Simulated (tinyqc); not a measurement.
# Free and trapped electrons in a MOS channel with a dense trap tail: what changes with what

p-type body, charge-sheet picture, full ionisation (an idealisation for deep acceptors), Boltzmann statistics for free electrons. e = Ec - EF at the surface. Acceptor-like traps of density D(E) = D0 + De exp(-E/Ew) at depth E below Ec, from 0 to Eu, hold n_t = integral of D(E)/(1 + exp((e - E)/Vt)). psi = Eg - Vt ln(Nv/Na) - e; N_dep = sqrt(2 eps0 eps_r Na (psi - Vt)/q); n_f = sqrt(N_dep^2 + 2 eps0 eps_r Vt Nc exp(-e/Vt)/q) - N_dep; Vg = Vfb + psi + q (N_dep + n_t + n_f)/Cox, Cox = eps0 eox/tox.

Inputs (values chosen for the exercise); band and dielectric values close to those of 4H silicon carbide:
```
symbol,value,unit,meaning
T,400,K,temperature
Eg,3.31,eV,band gap
eps_r,9.72,,relative permittivity
Nc,2.65e19,cm^-3,conduction-band density of states at T
Nv,3.85e19,cm^-3,valence-band density of states at T
eox,3.9,,relative permittivity of the insulator
tox,72,nm,insulator thickness
Na,1.6e16,cm^-3,acceptor density
Vfb,-2.12,V,flat-band voltage without trapped charge
D0,6.6e10,cm^-2 eV^-1,constant background density of acceptor-like traps
De,2.9e13,cm^-2 eV^-1,density of the tail at the conduction edge
Ew,0.14,eV,decay energy of the tail
Eu,0.51,eV,depth below Ec down to which the traps reach
mf,220,cm^2/(V s),mobility of free electrons
```

Constants: q = 1.602176634e-19 C, kB = 1.380649e-23 J/K, Vt = kB T/q, eps0 = 8.8541878128e-14 F/cm where lengths are in cm. Results are converted to the units shown.

Each table varies one quantity; the others keep the values above.

## Free and trapped charge against gate voltage

Free share n_f/(n_f + n_t); swing ln 10 n_f/(dn_f/dVg); field-effect mobility mf q (dn_f/dVg)/Cox, for a constant mf; oxide field q (N_dep + n_t + n_f)/(eps0 eox).

Free and trapped charge against gate voltage:
columns A: Vg (V); B: e (eV); C: n_f (cm^-2); D: n_t (cm^-2); E: free share (%); F: swing (mV/decade); G: field-effect mobility (cm^2/(V s)); H: oxide field (MV/cm)
```
A           B         C         D         E        F         G       H
2.6    0.5405   1.166e6  1.307e10  0.008915    202.9  0.009720  0.3082
4.5    0.2903   1.577e9  4.731e11    0.3323     1219     2.189  0.5373
6.4    0.2004  2.079e10  9.845e11     2.068     2338     15.05  0.7887
8.3    0.1479  8.995e10  1.462e12     5.796     3838     39.66   1.045
10.2   0.1128  2.272e11  1.879e12     10.79     5819     66.07   1.304
12.1  0.08684  4.281e11  2.236e12     16.07     8166     88.72   1.565
14    0.06621  6.829e11  2.541e12     21.18  1.071e4     107.9   1.826
15.9  0.04894  9.843e11  2.801e12     26.00  1.333e4     124.9   2.087
17.8  0.03399  1.328e12  3.020e12     30.53  1.600e4     140.4   2.349
```

n_f reaches 1e11 cm^-2 at Vg = 8.48 V, against 3.46 V without traps. The free share rises from 0.00891 to 30.5 % and the field-effect mobility rises from 0.00972 to 140 cm^2/(V s), although mf = 220 is constant: in the last row 63.8 % of Cox dVg goes into free electrons. The swing in the first row is 203 mV a decade (Vt ln 10 = 79.4). For Vg = 14, 15.9, 17.8 EF lies less than 2 Vt below the band edge, or above it, where degeneracy and confinement, left out, matter.

## Effect of the acceptor density

Vfb is held fixed. VT is the Vg for n_f = 1e11 cm^-2; swing ln 10 n_f/(dn_f/dVg) at n_f = 1e8 cm^-2; the last three columns are for Vg = VT + 5.8 V, with free share n_f/(n_f + n_t) and field-effect mobility mf q (dn_f/dVg)/Cox; there EF is near the band edge, where Boltzmann statistics are rough.

Result of one run:
columns A: Na (cm^-3); B: e at VT (eV); C: VT (V); D: q n_t/Cox at VT (V); E: swing (mV/decade); F: n_f (cm^-2); G: free share (%); H: field-effect mobility (cm^2/(V s))
```
A          B      C      D      E         F      G      H
2e17  0.1014  16.49  6.782  960.6  7.230e11  18.96  123.0
```

What becomes of these results when the acceptor density Na is changed from 2e17 to 6e15 cm^-3, all else the same?

Result of the changed run:
columns A: Na (cm^-3); B: e at VT (eV); C: VT (V); D: q n_t/Cox at VT (V); E: swing (mV/decade); F: n_f (cm^-2); G: free share (%); H: field-effect mobility (cm^2/(V s))
```
A          B      C      D      E         F      G      H
6e15  0.1598  6.960  4.475  592.5  7.211e11  22.94  106.5
```

The whole series:
columns A: Na (cm^-3); B: e at VT (eV); C: VT (V); D: q n_t/Cox at VT (V); E: swing (mV/decade); F: n_f (cm^-2); G: free share (%); H: field-effect mobility (cm^2/(V s))
```
A           B      C      D      E         F      G      H
1e15   0.1862  5.213  3.667  473.1  7.014e11  24.17  99.85
2e15   0.1765  5.771  3.950  516.5  7.107e11  23.79  102.3
6e15   0.1598  6.960  4.475  592.5  7.211e11  22.94  106.5
1e16   0.1517  7.685  4.752  632.0  7.236e11  22.43  108.6
3e16   0.1336  9.788  5.417  729.5  7.243e11  21.17  113.2
8e16   0.1171  12.60  6.090  836.4  7.223e11  19.97  117.7
2e17   0.1014  16.49  6.782  960.6  7.230e11  18.96  123.0
5e17  0.08563  22.32  7.527   1118  7.322e11  18.21  130.3
```

As Na goes from 1e15 to 5e17, VT rises from 5.21 to 22.3 V, its part due to traps rises from 3.67 to 7.53 V, the swing rises from 473 to 1120 mV/decade and the field-effect mobility rises from 99.8 to 130 cm^2/(V s). Most of the rise of VT is depletion charge; the trap part grows since the same n_f needs EF nearer the band edge at heavier doping.

Numbers from tinyqc (`OMP_NUM_THREADS=1 python tinyqc.py 2222168 2222169 out.jsonl`; about 0.02 s on one thread of a shared Intel Xeon 2.30GHz).
